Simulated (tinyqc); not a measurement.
# Junction parameters from two forward currents

Question. D(v) = J1 (exp(v/Vt) - 1) + J2 (exp(v/(2 Vt)) - 1). Find J1, J2 and the voltage 2 Vt ln(J2/J1) near which both parts are equal.

Inputs (values chosen for the exercise):
```
symbol  value  unit      meaning
T         300     K  temperature
```

Constants: q = 1.602176634e-19 C, kB = 1.380649e-23 J/K, Vt = kB T/q. Results are converted to the units shown.

junction voltages (V): 0.29  0.63
currents (uA/um): 2.4746245e-5  0.022798685

Answer. The current is linear in J1 and J2, so two points give two equations.

J1 = 1.30e-13 uA/um
J2 = 9.10e-8 uA/um
crossover = 0.696 V

Numbers from tinyqc (`OMP_NUM_THREADS=1 python tinyqc.py 2182062 2182063 out.jsonl`; about 0.2 s on one thread of a shared Intel Xeon 2.30GHz).
